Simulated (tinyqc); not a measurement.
Deep-level transient spectroscopy (DLTS) of one majority-carrier trap. Changing the mean field F. Computed by tinyqc, a small Python program. Command: `OMP_NUM_THREADS=1 python tinyqc.py 3012628 3012629 out.jsonl dlts sweep`. One thread of a shared host (Intel(R) Xeon(R) Processor @ 2.30GHz), about 0.1 s of CPU time with the checks.

A filling pulse loads the traps in a one-sided junction; under reverse bias they empty at the rate e, and the capacitance relaxes as C(t) = C_0 - dC exp(-e t). The signal is S = [C(t_2) - C(t_1)]/dC.

Inputs (values chosen for the exercise, with mass and screening modelled on CdTe):
```
quantity                    value  unit
density-of-states mass m    0.616   m_0
valleys M                       1     -
trap depth E_t              0.462    eV
cross-section sigma_0     1.4e-14  cm^2
degeneracy ratio g              1     -
gate time t_1               0.004     s
ratio t_2/t_1                   4     -
temperature T                 301     K
dielectric constant eps      9.92     -
```

Carriers: holes. Extra term: Poole-Frenkel lowering.

Constants: k_B = 8.617333262e-05 eV/K; k_B = 1.380649e-23 J/K; m_0 = 9.1093837015e-31 kg; h = 6.62607015e-34 J s; e = 1.602176634e-19 C; eps_0 = 8.8541878128e-12 F/m.

Method:
- e = g sigma v N_b exp(-E/k_B T), v = sqrt(3 k_B T/m), N_b = 2 M (2 pi m k_B T/h^2)^(3/2), sigma = sigma_0, E = E_t - dE with the one-dimensional Poole-Frenkel lowering dE = sqrt(e^3 F/(pi eps eps_0)), F being held as an input apart from the bias (the centre is charged when empty).
- S(e) = exp(-e t_1) - exp(-e t_2) peaks at the rate window e_0 = ln(t_2/t_1)/(t_2 - t_1).
- T_p solves e(T) = e_0 (bisection between 15 and 1500 K); the half-height points solve S = S_max/2 on either side.
- t_1 is scaled by 0.1, 0.3, 1, 3, 10 and 30 at fixed t_2/t_1; each T_p by bisection.
- Least squares of ln(e_0/T_p^2) on 1/(k_B T_p): slope -E_a, intercept ln(gamma sigma_a) with gamma = v N_b/T^2 = sqrt(3 k_B/m) 2 M (2 pi m k_B/h^2)^(3/2). For comparison, the slope of ln e_0 alone.

One run for each value:
```
mean field F (V/cm)  apparent depth E_a (eV)  peak temperature T_p (K)  emission rate e (1/s)
1000                                  0.4544                     226.8              6.276e+04
2300                                  0.4504                     225.0              7.305e+04
5100                                  0.4448                     222.4              9.083e+04
12000                                 0.4356                     218.2              1.294e+05
26000                                 0.4231                     212.4              2.093e+05
59000                                 0.4035                     203.3              4.468e+05
130000                                0.3751                     190.1              1.333e+06
300000                                0.3300                     169.0              7.585e+06
```

Describe and explain the trends.

Over the rows, apparent depth E_a (eV) falls from 0.454 to 0.330 (exponent d ln y / d ln x -0.010 between the first rows and -0.15 between the last); peak temperature T_p (K) falls from 227 to 169 (exponent d ln y / d ln x -0.0096 between the first rows and -0.14 between the last); emission rate e (1/s) rises from 62800 to 7.58e6 (exponent d ln y / d ln x 0.18 between the first rows and 2.1 between the last). E_a is linear in sqrt(F), with slope -2.410e-04 eV per (V/cm)^(1/2) and intercept 0.462 eV, the zero-field depth: the mark of a centre that attracts the carrier it emits.

Extremes, crossings and ranges named in words are read from the listed rows.
